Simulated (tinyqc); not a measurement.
From results back to parameters: mean-field antiferromagnet of the Hubbard model on the simple cubic lattice. Three cases, with inputs chosen for the exercise.

Problem. In the insulating state f(E-) = 1 and f(E+) = 0, so the gap equation is 1 = (U/2) mean 1/sqrt(e-^2 + Delta^2). Delta is given and U is hidden.

e(k) = -2 t (cx + cy + cz) - 4 t2 (cx cy + cy cz + cz cx), ci = cos ki; one electron a site; Q = (pi, pi, pi). <n_up - n_dn> = m cos(Q.R) gives Delta = U m/2 and bands E = e+ -/+ sqrt(e-^2 + Delta^2), e+- = (e(k) +- e(k + Q))/2 (the constant U/2 is dropped). Means run over the mesh k_i = 2 pi (j + 1/2)/N of the whole zone: mu from mean(f(E-) + f(E+)) = 1; m(out) = mean of Delta (f(E-) - f(E+))/sqrt(e-^2 + Delta^2); free energy per site F = -kT mean[ln(1 + exp(-(E- - mu)/kT)) + ln(1 + exp(-(E+ - mu)/kT))] + mu + U m^2/4.

Find: mean 1/sqrt(e-^2 + Delta^2); U; m.

Method. Form the weighted mean over the classes; U = 2/mean and m = 2 Delta/U.

Case 1.

Classes of points:

| \|e-\| (eV) | e+ (eV) | points |
|---|---|---|
| 1.6829 | -0.6000 | 48 |
| 5.0487 | 1.8000 | 16 |

Delta = 5.19617 eV

Solution.

mean 1/sqrt(e-^2 + Delta^2) = 0.172 1/eV
U = 11.64 eV
m = 0.893

Case 2.

Classes of points:

| \|e-\| (eV) | e+ (eV) | points |
|---|---|---|
| 1.2162 | 0.0000 | 48 |
| 3.6487 | 0.0000 | 16 |

Delta = 3.34159 eV

Solution.

mean 1/sqrt(e-^2 + Delta^2) = 0.261 1/eV
U = 7.65 eV
m = 0.874

Case 3.

Classes of points:

| \|e-\| (eV) | e+ (eV) | points |
|---|---|---|
| 0.8627 | 0.0000 | 48 |
| 2.5880 | 0.0000 | 16 |

Delta = 1.88122 eV

Solution.

mean 1/sqrt(e-^2 + Delta^2) = 0.441 1/eV
U = 4.54 eV
m = 0.829

Computed by tinyqc, one run a case: `OMP_NUM_THREADS=1 python tinyqc.py N N+1 out.jsonl` with N = 1681770, 1681974, 1682033; one thread of a shared Intel(R) Xeon(R) Processor @ 2.30GHz, about 0.1 s a run at most.
